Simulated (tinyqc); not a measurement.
Shallow acceptor in the spherical four-band model: one step. Units and couplings. Five cases, with inputs chosen for the exercise.

Question. Give Ry*, a*, mu, delta and the spherical masses 1/(g1 (1 -/+ mu)).

Units Ry* = Ry/(g1 eps^2) and a* = a0 eps g1; mu = (6 g3 + 4 g2)/(5 g1) is the spherical heavy-light coupling and delta = (g3 - g2)/g1 the cubic term, which is left out.

Constants: Ry = 13.60569312 eV; a0 (Bohr radius) = 0.5291772105 angstrom.

Give: Ry*; a*; mu; delta; heavy and light mass.

Case 1.

Values chosen (near those of a shallow acceptor in GaAs; the results hold for these values, not for the real material): g1 = 6.96 (Luttinger gamma1); g2 = 2.04 (gamma2); g3 = 2.89 (gamma3); eps = 12.4 (dielectric constant).

Answer.

Ry* = 12.714 meV
a* = 45.67 angstrom
mu = 0.7328
delta = 0.1221

heavy and light mass (m0): [0.5376, 0.0829]

A hydrogen model with the heavy mass would bind by Ry*/(1 - mu) = 47.6 meV and with the light mass by 7.3 meV. delta/mu = 0.17: the cubic term is a modest correction.

Case 2.

Values chosen (near those of a shallow acceptor in GaSb; the results hold for these values, not for the real material): g1 = 13.35 (Luttinger gamma1); g2 = 4.7 (gamma2); g3 = 5.99 (gamma3); eps = 15.9 (dielectric constant).

Answer.

Ry* = 4.031 meV
a* = 112.33 angstrom
mu = 0.8201
delta = 0.0966

heavy and light mass (m0): [0.4163, 0.0412]

A hydrogen model with the heavy mass would bind by Ry*/(1 - mu) = 22.4 meV and with the light mass by 2.2 meV. delta/mu = 0.12: the cubic term is a modest correction.

Case 3.

Values chosen (near those of a shallow acceptor in Si, where the small spin-orbit splitting and strong warping make this model rough; the results hold for these values, not for the real material): g1 = 4.28 (Luttinger gamma1); g2 = 0.34 (gamma2); g3 = 1.45 (gamma3); eps = 11.8 (dielectric constant).

Answer.

Ry* = 22.830 meV
a* = 26.73 angstrom
mu = 0.4701
delta = 0.2593

heavy and light mass (m0): [0.4409, 0.1589]

A hydrogen model with the heavy mass would bind by Ry*/(1 - mu) = 43.1 meV and with the light mass by 15.5 meV. delta/mu = 0.55: the cubic term is not small, so the spherical result is a first estimate.

Case 4.

Values chosen (near those of a shallow acceptor in GaSb; the results hold for these values, not for the real material): g1 = 13.55 (Luttinger gamma1); g2 = 4.64 (gamma2); g3 = 6.01 (gamma3); eps = 15.7 (dielectric constant).

Answer.

Ry* = 4.074 meV
a* = 112.57 angstrom
mu = 0.8062
delta = 0.1011

heavy and light mass (m0): [0.3808, 0.0409]

A hydrogen model with the heavy mass would bind by Ry*/(1 - mu) = 21.0 meV and with the light mass by 2.3 meV. delta/mu = 0.13: the cubic term is a modest correction.

Case 5.

Values chosen (near those of a shallow acceptor in GaSb; the results hold for these values, not for the real material): g1 = 13.43 (Luttinger gamma1); g2 = 4.73 (gamma2); g3 = 5.97 (gamma3); eps = 15.7 (dielectric constant).

Answer.

Ry* = 4.110 meV
a* = 111.58 angstrom
mu = 0.8152
delta = 0.0923

heavy and light mass (m0): [0.4029, 0.0410]

A hydrogen model with the heavy mass would bind by Ry*/(1 - mu) = 22.2 meV and with the light mass by 2.3 meV. delta/mu = 0.11: the cubic term is a modest correction.

Computed by tinyqc, one run a case: `OMP_NUM_THREADS=1 python tinyqc.py N N+1 out.jsonl` with N = 1280278, 1280371, 1280660, 1280796, 1281093; one thread of a shared Intel(R) Xeon(R) Processor @ 2.30GHz, about 0.08 s a run at most.
